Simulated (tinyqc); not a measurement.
Bandgap voltage reference from two bipolar transistors: two steps of the calculation.

Two transistors of area 1 and N carry the same current I. Is(T) = Is (T/T0)^eta exp[(Vg0 q/kB)(1/T0 - 1/T)], VBE1 = Vt ln(I/Is(T)) + I rb, VBE2 = Vt ln(I/(N Is(T))) + I rb/N. The amplifier forces I R1(T) = VBE1 - VBE2 + Vos, with R(T) = R (1 + tc (T - T0)) for both resistors, and the output is Vref = VBE1 + I R2(T). Base currents and the Early effect are neglected.

Parameters, values chosen for the exercise; values of the order met in silicon bipolar transistors:

| symbol | value | unit | meaning |
|---|---|---|---|
| T0 | 298 | K | reference temperature |
| Vg0 | 1.182 | V | band-gap voltage extrapolated to 0 K |
| eta | 3.9 |  | temperature exponent of the saturation current |
| Is | 9.9e-16 | A | saturation current of the unit transistor at T0 |
| N | 10 |  | area ratio of the second transistor |
| R1 | 25 | kohm | resistor across which the difference of VBE falls, at T0 |
| tc | 800 | ppm/K | temperature coefficient of both resistors |
| Vos | -0.4 | mV | offset of the amplifier |
| rb | 0 | ohm | series resistance of the unit transistor |
| R2 | 294.9 | kohm | output resistor at T0 |
| T | 253 | K | temperature |

Constants: q = 1.602176634e-19 C, kB = 1.380649e-23 J/K. Results are converted to the units shown.

Problem 1. Operating point at the reference temperature. Vt = kB T/q; I = (Vt ln N + Vos)/(R1(T) - rb (1 - 1/N)). Evaluate at T = T0.

Find: Vt; I; Is(T); VBE1; I R2; Vref.

Solution 1.

Vt = 0.02568 V
I = 2.349 uA
Is(T) = 9.900e-16 A
VBE1 = 0.5544 V
I R2 = 0.6928 V
Vref = 1.247 V

Problem 2. Operating point at another temperature. 

Give: Vt; I; Is(T); VBE1; I R2; Vref.

Solution 2.

Vt = 0.02180 V
I = 2.066 uA
Is(T) = 1.455e-19 A
VBE1 = 0.6603 V
I R2 = 0.5874 V
Vref = 1.248 V

From T0 to T, VBE1 changes by 106 mV and I R2 by -105 mV, which leaves 0.575 mV in Vref.

Program tinyqc, `OMP_NUM_THREADS=1 python tinyqc.py 2062004 2062005 out.jsonl`; Intel Xeon 2.30GHz, shared host, one thread, about 0.02 s.
